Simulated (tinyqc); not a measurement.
# Line constants from open and short measurements

Inverse problem. A uniform line of length len, under a quarter wavelength, has Z_open = Zc coth(gamma len) and Z_short = Zc tanh(gamma len); gamma Zc = r + i w l and gamma/Zc = g + i w c, w = 2 pi f. Find r, l and c.

Parameters, values chosen for the exercise:
- len = 3.2 mm (length)
- f = 1.9 GHz (frequency)

Zin with the far end open = 3.64005-168.36787i ohm
Zin with the far end shorted = 5.969728+11.955285i ohm

Solution. The product of the two impedances is Zc^2 and their ratio tanh^2(gamma len); the principal branch holds below a quarter wavelength.

r = 1.781 ohm/mm
l = 0.3076 nH/mm
c = 151.9 pF/m

Numbers from tinyqc (`OMP_NUM_THREADS=1 python tinyqc.py 2810166 2810167 out.jsonl`; about 0.01 s on one thread of a shared Intel Xeon 2.30GHz).
